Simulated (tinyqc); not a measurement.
Raising U: Hubbard chain of 4 sites, mean field against exact. Computed by the program tinyqc. Command: `OMP_NUM_THREADS=1 python tinyqc.py 114581 114582 out.jsonl`; one thread of a shared host (Intel(R) Xeon(R) Processor @ 2.60GHz), about 5 s.

one-body matrix (hopping and site energies) (eV):
```
         1        2        3        4
1   0.0000  -1.1400   0.0000   0.0000
2  -1.1400   0.0000  -1.1400   0.0000
3   0.0000  -1.1400   0.0000  -1.1400
4   0.0000   0.0000  -1.1400   0.0000
```

electrons, up and down: 2  1

Collinear unrestricted mean field (the lowest of 40 random starts) against exact diagonalisation.

Exact and mean-field results (eV):

| U | U/t | E exact | E mean field | mean \|n_up - n_down\| | double occupancy, exact | first gap in the sector |
|---|---|---|---|---|---|---|
| 0.5700 | 0.5000 | -4.124731 | -4.111267 | 0.2500 | 0.1110 | 1.1229 |
| 1.1400 | 1.0000 | -3.887291 | -3.834557 | 0.2500 | 0.0974 | 1.0784 |
| 2.2800 | 2.0000 | -3.499270 | -3.306955 | 0.2500 | 0.0736 | 0.9531 |
| 3.4200 | 3.0000 | -3.208282 | -2.847476 | 0.3772 | 0.0550 | 0.8244 |
| 4.5600 | 4.0000 | -2.990373 | -2.498115 | 0.4977 | 0.0414 | 0.7127 |
| 6.8400 | 6.0000 | -2.697858 | -2.074039 | 0.6262 | 0.0246 | 0.5466 |
| 9.1200 | 8.0000 | -2.517197 | -1.911878 | 0.7278 | 0.0159 | 0.4368 |
| 13.6800 | 12.0000 | -2.312358 | -1.810177 | 0.7408 | 0.0079 | 0.3074 |
| 22.8000 | 20.0000 | -2.132678 | -1.730640 | 0.7468 | 0.0031 | 0.1908 |

In absolute terms mean field is worst at U/t = 6.0, 0.624 eV too high: at small U it is nearly exact, and at large U it still misses the motion of the hole through a fluctuating spin background. Relative to the exact energy its error is 0.3 % at the smallest U, 24 % at most and 19 % at the largest. The double occupancy falls from 0.111 to 0.003.
